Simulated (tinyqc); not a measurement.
Conductivity against temperature: Debye-Callaway model of lattice thermal conductivity. Computed by tinyqc, a small Python program. Command: `OMP_NUM_THREADS=1 python tinyqc.py 3021651 3021652 out.jsonl callaway walk`. One thread of a shared host (Intel(R) Xeon(R) Processor @ 2.30GHz), about 0.01 s of CPU time with the checks.

Three acoustic branches with one velocity v, cut at omega_D = k_B Theta/hbar; x = hbar omega/(k_B T). v and Theta are separate inputs: Theta cuts off the heat-carrying modes, so C need not reach 3 k_B/V. gamma is an effective value that sets the umklapp rate. Heat flows along the film.

Inputs (values chosen for the exercise, modelled on silicon):
```
quantity                              value        unit
sound velocity v                       6560         m/s
Debye temperature Theta                 649           K
volume per atom V                        20  angstrom^3
mean atomic mass M                    28.09           u
effective Grueneisen parameter gamma    2.3           -
umklapp exponent divisor b              2.5           -
alloy fraction f                       0.17           -
mass difference Delta M                16.7           u
film thickness t                       0.64  micrometre
specularity p                           0.6           -
normal-process factor f_N               1.6           -
```

Sample: film. Point defects: alloy. Normal processes: included.

Constants: k_B = 1.380649e-23 J/K; hbar = 1.054571817e-34 J s; u = 1.6605390666e-27 kg.

Method:
- For a random alloy on all sites Gamma = f (1 - f) (Delta M/M)^2, with M the mean mass; strain-field scattering is left out. A = V Gamma/(4 pi v^3).
- Rates: point defects A omega^4; umklapp B omega^2 T exp(-Theta/(b T)) with B = hbar gamma^2/(M v^2 Theta); normal processes f_N B omega^2 T (T/Theta)^2. Film: the bulk time tau of each mode, from the resistive rates above, is multiplied by the Fuchs-Sondheimer factor F = (3/2) int_0^1 (1 - u^2) [1 - (1 - p) (u/d) (1 - E)/(1 - p E)] du, with E = exp(-d/u), d = t/(v tau), by 48 Gauss-Legendre points in z with u = z^4; the boundary rate is defined as 1/(F tau) - 1/tau.
- kappa_1 = c int tau_C g dx, g = x^4 e^x/(e^x - 1)^2, c = (k_B/(2 pi^2 v)) (k_B T/hbar)^3, over 0 < x < min(Theta/T, 40), by 96 Gauss-Legendre points in s with x = x_max s^2; 1/tau_C = 1/tau_R + 1/tau_N; kappa_2 = c [int (tau_C/tau_N) g dx]^2 / int (tau_C/(tau_N tau_R)) g dx; kappa = kappa_1 + kappa_2.

Rayleigh coefficient A = 2.81167e-43 s^3

Kappa (W/(m K)):
```
T (K)  all processes  without point defects
39            26.202                 620.44
65            33.934                 888.69
110           36.384                 565.12
190           30.426                 237.10
320           20.414                 98.717
520           11.943                 44.867
840           6.4344                 21.691
```

What does the comparison show, and why?

kappa peaks among these rows at 110 K (T/Theta = 0.169) with 36.4 W/(m K). The exponent d ln kappa/d ln T is 0.51 at the cold end and -1.29 at the hot end. The normal rate is taken to grow as T^3 at all T, which overstates it above Theta. Point defects cost most at 65 K, a factor 26.2.

Extremes, crossings and ranges named in words are read from the listed rows.
